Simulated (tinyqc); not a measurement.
Image-sensor pixel with a pinned photodiode, signal and noise: two steps of the calculation.

A buried n layer between a heavily doped p+ surface layer and a p layer is emptied into a floating diffusion, read through a source follower with correlated double sampling (reset noise cancelled). One-dimensional abrupt junctions; no blooming, lag or crosstalk.

Values chosen for this exercise; material values close to those of silicon:
- T = 313 K (temperature)
- Eg = 1.11 eV (band gap)
- Nc = 3.03e19 cm^-3 (conduction-band density of states at T)
- Nv = 2.85e19 cm^-3 (valence-band density of states at T)
- A = 5.8 um^2 (photodiode area)
- al = 0.63 1/um (absorption coefficient (light near 550 nm))
- Rf = 0.22 (optical loss before the silicon)
- x1 = 0.15 um (dead layer)
- x2 = 6 um (depth of collection)
- tg = 0.0081 s (generation lifetime)
- Wd = 1.8 um (depleted depth)
- Jd = 6.8e6 x 1e-20 cm^4/s (diffusion dark flux per ni^2)
- pr = 0.9 % (gain non-uniformity)
- ti = 10 ms (exposure)
- Ph = 1300 (photons on the photodiode per exposure)

Constants: q = 1.602176634e-19 C, kB = 1.380649e-23 J/K, Vt = kB T/q. Results are converted to the units shown.

Question 1. Quantum efficiency and dark current. QE = (1 - Rf)[exp(-al x1) - exp(-al x2)]. ni = sqrt(Nc Nv) exp(-Eg/(2 Vt)), Eg in volts; dark rates ni Wd A/tg (generation) and Jd ni^2 A (diffusion).

Wanted: QE; ni; generation rate; diffusion rate.

Answer 1.

QE = 0.69186
ni = 3.4025e10 cm^-3
generation rate = 43.854 electrons/s
diffusion rate = 4.5659 electrons/s

Of the light that enters, 9.0 % is lost in the dead layer and 2.3 % passes the collecting depth.

Question 2. Noise budget. Signal S = QE Ph; variance = S + dark rate x ti + (read noise)^2 + (pr S)^2; SNR = 20 log10(S/noise); dynamic range 20 log10(FW/noise at S = 0).

QE = 0.69186393
generation rate = 43.854213 electrons/s
diffusion rate = 4.5659231 electrons/s
read noise = 0.38155924 electrons
FW = 2209.4942 electrons

Give: S; variances; noise; SNR; dynamic range.

Answer 2.

S = 899.42 electrons
variances (electrons^2): photon shot 899.42, dark shot 0.48420, read 0.14559, non-uniformity 65.526
noise = 31.074 electrons
SNR = 29.231 dB
dynamic range = 68.894 dB

The largest part, 93.1 % of the variance, is photon shot noise.

Computed by the program tinyqc: `OMP_NUM_THREADS=1 python tinyqc.py 2630128 2630129 out.jsonl`, one thread of a shared Intel Xeon 2.30GHz, about 0.01 s for the whole run.
